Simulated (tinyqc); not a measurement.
Koster-Slater impurity in a tight-binding band, by Green functions and by supercells: one step, computed by the program tinyqc. Command: `OMP_NUM_THREADS=1 python tinyqc.py 3004123 3004124 out.jsonl kosterslater walk`. One thread of a shared host (Intel(R) Xeon(R) Processor @ 2.30GHz), about 0.03 s of CPU time with the checks.

One orbital per site, e(k) = -2 t sum cos(k_i) over 1 direction(s), band from -2 t to 2 t, lattice constant 1. One site has the extra energy U. Spin is left out.

Problem. The supercell Hamiltonian at Gamma. H_ij = -t for each bond from i to j, images included (two bonds add when N = 2); H_11 = U; sites are numbered with the last coordinate running fastest. Diagonalise.

Inputs (values chosen for the exercise, for a model band): hopping t = 0.84 eV; impurity potential U = -0.958 eV; supercell edge N = 5 sites.

Lattice: chain.

Give: H; levels.

Solution.

H (eV):
```
        1       2       3       4       5
1  -0.958  -0.840   0.000   0.000  -0.840
2  -0.840   0.000  -0.840   0.000   0.000
3   0.000  -0.840   0.000  -0.840   0.000
4   0.000   0.000  -0.840   0.000  -0.840
5  -0.840   0.000   0.000  -0.840   0.000
```

levels (eV): -1.987  -0.878  -0.519  1.067  1.359
